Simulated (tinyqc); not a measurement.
Thin film between two gates, subbands and threshold shift from confinement: one step of the calculation.

Undoped body with a flat potential across it, hard walls, transport along x. One isotropic valley (g = 1, mx = my = mz = me). Non-parabolicity enters the subband edges through E (1 + al E) = gamma, so E = 2 gamma/(1 + sqrt(1 + 4 al gamma)); motion within a subband is taken as parabolic with the band-edge mass. Energies are counted from the bulk band edge.

Task. Threshold shift. Each subband has N_k = g sqrt(mx my) m0 kB T/(pi hbar^2); without degeneracy n = exp(EF/Vt) sum N_k exp(-E_k/Vt). Classical value Nc times t, Nc = sum over valleys of 2 g (m m0 kB T/(2 pi hbar^2))^1.5 with m = (mx my mz)^(1/3). Threshold shift dVT = Vt ln(classical value/sum N_k exp(-E_k/Vt)). Use the subbands listed.

Parameters, values chosen for the exercise; masses close to those of GaN:
```
symbol  value  unit                   meaning
T         200     K               temperature
me      0.199    m0     mass at the band edge
t         4.4    nm  film thickness (along z)
```

Constants: q = 1.602176634e-19 C, kB = 1.380649e-23 J/K, hbar = 1.054571817e-34 J s, m0 = 9.1093837015e-31 kg, Vt = kB T/q. Results are converted to the units shown.

```
subband     E_k (eV)   N_k (cm^-2)
1        0.095946222  1.4326931e12
2         0.36626585  1.4326931e12
3         0.77133642  1.4326931e12
```

Wanted: shares; sum N_k exp(-E_k/Vt); Nc; classical value; dVT.

Result.

shares, subband 1 to 3 (%): 100.00  0.00  0.00
sum N_k exp(-E_k/Vt) = 5.4754e9 cm^-2
Nc = 1.2126e18 cm^-3
classical value = 5.3354e11 cm^-2
dVT = 78.922 mV

Computed by the program tinyqc: `OMP_NUM_THREADS=1 python tinyqc.py 2350142 2350143 out.jsonl`, one thread of a shared Intel Xeon 2.30GHz, about 0.04 s for the whole run.
